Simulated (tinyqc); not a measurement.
Effective-mass impurity with a central-cell term, in a basis of Slater functions: one step, computed by the program tinyqc.

The envelope obeys H = -nabla^2 - (2/r) [Z + A exp(-kappa r)] in effective units, with kappa = a*/lambda; positive A deepens the well near the core.

Question. Generalised eigenproblem. (T + V + W) c = E S c with c^T S c = 1 and the largest component positive.

Impurity: donor, one isotropic band.

kinetic T (Ry*), lower triangle (symmetric):
```
,1,2,3,4,5
1,0.1296
2,0.2224120,0.571536
3,0.2674236,0.9808368,2.520474
4,0.2504786,1.179338,4.325490,11.11529
5,0.2022689,1.104611,5.200880,19.07541,49.01843
```

Coulomb V (Ry*), lower triangle (symmetric):
```
,1,2,3,4,5
1,-1.44
2,-1.824013,-3.024
3,-1.822577,-3.830428,-6.3504
4,-1.541807,-3.827411,-8.043899,-13.33584
5,-1.181496,-3.237794,-8.037564,-16.89219,-28.00526
```

central cell W (Ry*), lower triangle (symmetric):
```
,1,2,3,4,5
1,0.002254732
2,0.006753806,0.02023281
3,0.01988905,0.05959810,0.1756449
4,0.05658890,0.1696565,0.5005268,1.429312
5,0.1505699,0.4518533,1.335724,3.829540,10.33899
```

overlap S, lower triangle (symmetric):
```
,1,2,3,4,5
1,1.000000
2,0.817210,1.000000
3,0.467903,0.817210,1.000000
4,0.208693,0.467903,0.817210,1.000000
5,0.080250,0.208693,0.467903,0.817210,1.000000
```

Give: two lowest levels; coefficients of the lowest state; <T>; <W>.

Answer.

two lowest levels (Ry*): [-3.748, -0.960]

coefficients of the lowest state: [0.0406, -0.1624, 0.9471, 0.2316, -0.0703]

<T> = 3.355 Ry*

<W> = 0.1838 Ry*
